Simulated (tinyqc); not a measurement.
Worked calculation: chemical-mechanical planarisation: Preston law, pattern density and step-height reduction. Computed by tinyqc, a small Python program that keeps every step. Command: `OMP_NUM_THREADS=1 python tinyqc.py 3012021 3012022 out.jsonl cmp walk`. One thread of a shared host (Intel(R) Xeon(R) Processor @ 2.30GHz), about 0.01 s of CPU time with the checks. Intermediate numbers are printed to about 6 digits and carried at full precision; extremes and crossings named in words are read from the listed rows.

A row of 12 cells, repeated periodically, holds raised features that cover a share rho of each cell.

Inputs (values chosen for the exercise, close to those used for copper polishing): Preston coefficient K = 4.2e-14 1/Pa; pressure P = 30 kPa; platen and carrier speed = 40 rpm; distance between the centres = 18 cm; initial step height h0 = 440 nm; contact height h_c = 38 nm; film above the raised areas z0 = 700 nm; cell size = 1.6 mm; planarisation length = 3.3 mm; polish time t = 270 s.

local pattern densities, cell by cell: [0.25, 0.7, 0.7, 0.9, 0.6, 0.8, 0.5, 0.7, 0.7, 0.1, 0.1, 0.4]

## Blanket rate

With equal rotation speeds the relative speed is uniform, v = omega r_c; Preston rate R0 = K P v.

relative speed v = 0.753982 m/s

blanket rate R0 = 0.950018 nm/s

## Effective density

The stiff pad averages the density: rho_eff(i) = sum_j w_ij rho_j / sum_j w_ij, w = exp(-2 d^2/L^2), L the planarisation length and d the distance between cell centres, summed over all periodic images of cell j.

normalised weights (images included) for cells 0, 1, 2, ... apart: [0.386853, 0.241746, 0.058993, 0.005622, 0.000209, 0.000003, 0.000000]

effective densities: [0.415727, 0.581274, 0.714610, 0.755377, 0.721943, 0.677831, 0.638530, 0.618197, 0.506519, 0.301509, 0.223729, 0.294755]

Local densities span 0.1 to 0.9, effective ones 0.224 to 0.755.

## State at time t

While h > h_c only raised areas polish, at R0/rho_eff, until t_c = rho_eff (h0 - h_c)/R0. After that h = h_c exp(-(t - t_c)/tau), tau = rho_eff h_c/R0; low areas polish at R0 (1 - h/h_c) and raised areas at R0 [1 + (1 - rho_eff) h/(rho_eff h_c)]. Removed from raised areas after t_c: h0 - h_c + R0 (t - t_c) + (1 - rho_eff)(h_c - h); from low areas: R0 (t - t_c) - rho_eff (h_c - h). Film left = z0 less the removal from raised areas.

Cells:
```
cell   rho_eff  t_c (s)  step h (nm)  removed, raised (nm)  removed, low (nm)  film left on raised areas (nm)
1     0.415727  175.915        0.133               513.507             73.640                         186.493
2     0.581274  245.966       13.516               435.084              8.601                         264.916
3     0.714610  302.387       81.056               358.944              0.000                         341.056
4     0.755377  319.638      100.428               339.572              0.000                         360.428
5     0.721943  305.490       84.702               355.298              0.000                         344.702
6     0.677831  286.824       61.580               378.420              0.000                         321.580
7     0.638530  270.194       38.288               401.712              0.000                         298.288
8     0.618197  261.590       27.044               414.173              1.217                         285.827
9     0.506519  214.334        2.435               472.435             34.870                         227.565
10    0.301509  127.584        0.000               563.841            123.841                         136.159
11    0.223729   94.671        0.000               598.064            158.064                         101.936
12    0.294755  124.726        0.000               566.812            126.812                         133.188
```

range of film left across the row = 258.492 nm

largest remaining step = 100.428 nm

thinnest film left = 101.936 nm

7 of 12 cells have reached contact. The cell with the lowest rho_eff has lost the most film from its raised areas.

## Local against global planarity over time

Times are multiples of h0/R0; the range is the largest minus the smallest removal from raised areas.

Steps and range (nm):
```
multiple    t (s)  largest step  smallest step  range across the row  mean removal from raised areas
0.10       46.315       381.751        243.333               138.418                          95.503
0.20       92.630       323.502         46.666               276.836                         191.007
0.30      138.945       265.253          0.270               298.603                         274.927
0.45      208.417       177.879          0.000               277.438                         372.713
0.60      277.890        90.505          0.000               256.065                         459.018
0.80      370.519         7.054          0.000               235.651                         555.089
1.00      463.149         0.329          0.000               234.006                         643.484
1.30      602.094         0.003          0.000               233.926                         775.500
1.70      787.354         0.000          0.000               233.925                         951.500
```

Local steps shrink to 0.01 nm or less, but the range across the row reaches up to 298.6 nm among these rows and ends at 233.9 nm, against the limit (largest - smallest rho_eff) h0 = 233.9 nm: once flat, all cells polish alike and the difference stays. Evener density (dummy fill), a longer planarisation length or a smaller initial step reduces it. Caution: in the last rows the removal passes z0 somewhere, so they describe a thicker film than the one given.

Checks made by the program: volume removed per cell equals R0 t (relative difference below 1e-10).
